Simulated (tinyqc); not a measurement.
Inside a calculation. Model: ferroelectric switching, Landau-Khalatnikov equation.

Numbers from tinyqc (`OMP_NUM_THREADS=1 python tinyqc.py 2860055 2860056 out.jsonl`; about 0.07 s on one thread of a shared Intel Xeon 2.30GHz). Printed values are rounded.

One domain: rho dP/dt = E - (2 al P + 4 be P^3), with al = -3 sqrt(3) Ec/(4 Pr), be = 3 sqrt(3) Ec/(8 Pr^3), so that the static loop has remanence Pr and coercive field Ec. With P in uC/cm^2, E in kV/cm, rho in ohm m and t in ns, dP/dt = [E - 2 al P - 4 be P^3]/(100 rho).

Parameters, values chosen for the exercise; remanent polarisation and coercive field close to those of strontium bismuth tantalate films:
- Pr = 7.4 uC/cm^2 (remanent polarisation)
- Ec = 54 kV/cm (static coercive field)
- rho = 0.54 ohm m (viscosity of the polarisation)
- Em = 110 kV/cm (field amplitude)
- dt = 0.6 ns (time step)

## Landau coefficients and time scales

al = -3 sqrt(3) Ec/(4 Pr), be = 3 sqrt(3) Ec/(8 Pr^3). Relaxation time at remanence tau = 100 rho/(-4 al); final state: the largest root Pf of 2 al P + 4 be P^3 = Em; relaxation time there 100 rho/(2 al + 12 be Pf^2).

al = -9.479467 kV cm/uC
be = 0.08655467 kV cm^5/uC^3
tau = 1.424131 ns
Pf = 9.408920 uC/cm^2
relaxation time at Pf = 0.7398175 ns

## Step 1: one time step

P at t = 0 = -7.4 uC/cm^2

The constant field E = Em acts from t = 0. Implicit Euler: P(new) solves P(new) = P + dt dP/dt(P(new)), a cubic with one real root; the rate listed is (P(new) - P)/dt.

dP/dt = 1.512292 uC/(cm^2 ns)
P after step 1 = -6.492625 uC/cm^2

## Step 2: one time step

As before.

dP/dt = 1.237223 uC/(cm^2 ns)
P after step 2 = -5.750291 uC/cm^2

## Step 3: one time step

As before.

dP/dt = 1.095882 uC/(cm^2 ns)
P after step 3 = -5.092762 uC/cm^2

## Course of the switching

P starts at -Pr. The reference is a fourth-order Runge-Kutta run with 40 substeps a step; the run counts as sound if it ends within 1 % of Pf.

Course of the iteration:
```
step  t (ns)  P (uC/cm^2)  reference (uC/cm^2)
1        0.6    -6.492625            -6.374496
2        1.2    -5.750291            -5.588189
3        1.8    -5.092762            -4.913514
4        2.4    -4.468612            -4.284214
5          3    -3.837376            -3.656134
6        3.6    -3.159377            -2.991813
7        4.2    -2.387782            -2.252264
8        4.8    -1.461405            -1.391371
9        5.4   -0.3028787           -0.3529089
10         6     1.157141            0.9243211
11       6.6     2.895984             2.477977
12       7.2     4.708509             4.251309
...      ...          ...                  ...
18      10.8     9.202771             9.308570
19      11.4     9.294305             9.363989
20        12     9.345390             9.388885
21      12.6     9.373766             9.400003
22      13.2     9.389486             9.404955
23      13.8     9.398182             9.407157
24      14.4     9.402989             9.408136
25        15     9.405644             9.408572
26      15.6     9.407111             9.408765
27      16.2     9.407921             9.408851
28      16.8     9.408368             9.408889
29      17.4     9.408615             9.408906
```

P first turns positive at t = 6 ns among the steps, the reference at 6 ns (exactly 5.58 ns); the last value is within 0.01 % of Pf. The largest gap to the reference is 0.46 uC/cm^2.
